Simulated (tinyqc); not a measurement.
Single-oscillator infrared dielectric function of a polar cubic crystal: one step, computed by the program tinyqc.

One ion pair, charges +Z* and -Z*, in a cell of volume Omega = a^3/4. Frequencies omega are given as wavenumbers (1/cm); eps_s is the static dielectric constant.

Task: Optical constants at the probe frequency. eps(omega) = eps_inf + W^2/(omega_TO^2 - omega^2 - i gamma omega); n + i k = sqrt(eps) with k >= 0; R = |(n + i k - 1)/(n + i k + 1)|^2 at normal incidence from vacuum. omega is the probe ratio times omega_TO. Intensity decays over 1/(4 pi omega k); the loss function is Im(-1/eps).

Inputs (values chosen for the exercise, modelled on sodium chloride):
```
quantity,value,unit
omega_TO,164,1/cm
eps_inf,2.33,-
phonon damping gamma,7.4,1/cm
probe frequency / omega_TO,0.96,-
```

Structure: rock salt. Free carriers: absent.

W = 308.5265 1/cm

Give: omega; Re eps; Im eps; n; k; reflectivity R; penetration depth of the intensity; loss function.

Result:

omega = 157.44 1/cm

Re eps = 36.91

Im eps = 19.11

n = 6.264

k = 1.525

reflectivity R = 0.5452

penetration depth of the intensity = 3.314 micrometre

loss function = 0.01106

Re eps is positive, but k is a large share of n: the wave is absorbed within about a wavelength.
